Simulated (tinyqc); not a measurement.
Splitting and spin direction around the circle: two-dimensional electron gas with Rashba and Dresselhaus coupling.

H = c k^2/m + al (ky sx - kx sy) + b1 (kx sx - ky sy) + gam kx ky (kx sy - ky sx), s the Pauli matrices, x = [100], c = hbar^2/2m0, b1 = gam (pi/L)^2 (hard walls). H = c k^2/m + B.s, so E = c k^2/m -/+ |B| and the lower state has its spin along -B.

Constants: hbar^2/2m0 = 3.80998211 eV angstrom^2.

Inputs chosen for the exercise (of the size met in InGaAs; not measured data): m = 0.0391 m0 (mass); al = 0.15 eV angstrom (Rashba constant); gam = 20.4 eV angstrom^3 (bulk Dresselhaus constant); L = 146 angstrom (width of the (001) well); n = 9.5 1e11/cm^2 (sheet density (one subband filled)).

At |k| = k0 = sqrt(2 pi n), 1e11/cm^2 = 1e-5/angstrom^2.

Around the circle:

| phi (deg) | Bx (meV) | By (meV) | splitting (meV) | lower spin (deg) |
|---|---|---|---|---|
| 0.0 | 0.2308 | -3.6647 | 7.3440 | 93.6 |
| 45.0 | 2.6494 | -2.6494 | 7.4935 | 135.0 |
| 67.5 | 3.3769 | -1.5754 | 7.4526 | 155.0 |
| 90.0 | 3.6647 | -0.2308 | 7.3440 | 176.4 |
| 112.5 | 3.3946 | 1.2295 | 7.2209 | -160.1 |
| 135.0 | 2.5334 | 2.5334 | 7.1654 | -135.0 |
| 157.5 | 1.2295 | 3.3946 | 7.2209 | -109.9 |

Give the missing row, phi (deg) = 22.5.

Computed row:
```
phi (deg)  Bx (meV)  By (meV)  splitting (meV)  lower spin (deg)
22.5         1.5754   -3.3769           7.4526             115.0
```

The splitting runs from 7.1654 meV at 135 to 7.4935 meV at 45 degrees. Along [110] it is 2 k |al + b1 - 2 b3| and along [-110] 2 k |al - b1 + 2 b3|, b3 = gam k^2/4. From 0 to 90 degrees the spin turns with k (+83 degrees), the sense of the Rashba term.

Computed by tinyqc, a small Python program: `OMP_NUM_THREADS=1 python tinyqc.py 1482628 1482629 out.jsonl` (the numbers bound the seed that draws the inputs); one thread of a shared host (Intel(R) Xeon(R) Processor @ 2.30GHz), about 0.01 s for the whole set of steps.
